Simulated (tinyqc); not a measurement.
Carrier lifetime from Shockley-Read-Hall, radiative, Auger and surface recombination: one step, computed by the program tinyqc.

Energies are counted from the top of the valence band. Boltzmann statistics, full ionisation, and equal excess densities of electrons and holes.

Task: Steady state under generation. With n = n_0 + dn, p = p_0 + dn and U/dn = 1/tau: (n p - n_i^2)/dn = n_0 + p_0 + dn = s; 1/tau_SRH = s/[tau_p0 (n + n1) + tau_n0 (p + p1)]; 1/tau_rad = B s; 1/tau_Aug = (C_n n + C_p p) s; the rates add, with 1/tau_s. dn solves dn/tau_eff(dn) = G (60 bisections in ln dn between 1e-2 and 1e22 cm^-3); the splitting of the quasi-Fermi levels is k_B T ln(n p/n_i^2).

Inputs (values chosen for the exercise, with bands modelled on ZnO):
```
quantity                   value        unit
temperature T                350           K
radiative coefficient B  6.5e-11      cm^3/s
Auger coefficient C_n    4.1e-30      cm^6/s
Auger coefficient C_p    4.5e-30      cm^6/s
generation rate G        8.9e+21  cm^-3 s^-1
```

Doping: n-type. Surface term: two equal surfaces.

n_0 = 6.40e+16 cm^-3

p_0 = 1.757269e-28 cm^-3

tau_p0 = 2.813537e-06 s

n1 = 4.123350e-05 cm^-3

tau_n0 = 8.850008e-05 s

p1 = 2.727520e-07 cm^-3

tau_s = 2.225308e-08 s

n_i = 3.353583e-06 cm^-3

Constants: k_B = 8.617333262e-05 eV/K.

Give: steady excess density; lifetime in the steady state; quasi-Fermi splitting under G.

Result:

steady excess density = 1.800e+14 cm^-3

lifetime in the steady state = 2.022e-08 s

quasi-Fermi splitting under G = 2.918 eV
